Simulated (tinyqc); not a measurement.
Atomic layer deposition: Langmuir saturation, growth per cycle and coating of deep features: one step, computed by the program tinyqc.

Precursor A sticks only on free sites, so a long enough pulse saturates; co-reactant B then frees the sites again.

Question. Exposure for a deep feature. Diffusion-limited filling (Gordon) of a long trench of width w, hydraulic diameter 2w, so that a is replaced by a/2 in the hole formula: t = (q/F)(1 + 19a/8 + 3a^2/8). Reaction-limited filling needs ln(100)/k_a at any depth, k_a = beta F/q. Flow is molecular. The front picture holds when the modulus (a/2) sqrt(beta) is well above 1. Depth reached by the given pulse: solve the same formula for a. Exposure = p x diffusion-limited time; 1 langmuir = 1.33322e-4 Pa s.

Inputs (values chosen for the exercise, modelled on aluminium oxide from trimethylaluminium and water): site density q = 4.5 1/nm^2; sticking probability beta on free sites = 0.0068; precursor pressure p = 18 Pa; temperature T = 175 C; pulse time t = 0.013 s; aspect ratio a = 19.

Feature: long trench.

flux F = 264021.0 1/(nm^2 s)

Give: diffusion-limited time; exposure; modulus; aspect ratio reached by the front in time t.

Answer.

diffusion-limited time = 0.003094 s

exposure = 417.7 langmuir

modulus = 0.7834

aspect ratio reached by the front in time t = 42.01

Caution: the modulus is not well above 1 or the Gordon time is under three times ln(100)/k_a, so there is no sharp front: the Gordon time is only a lower bound and the reaction time must be met as well. Caution: the depth reached is formal here: it is under 4/sqrt(beta), so no sharp front has formed.
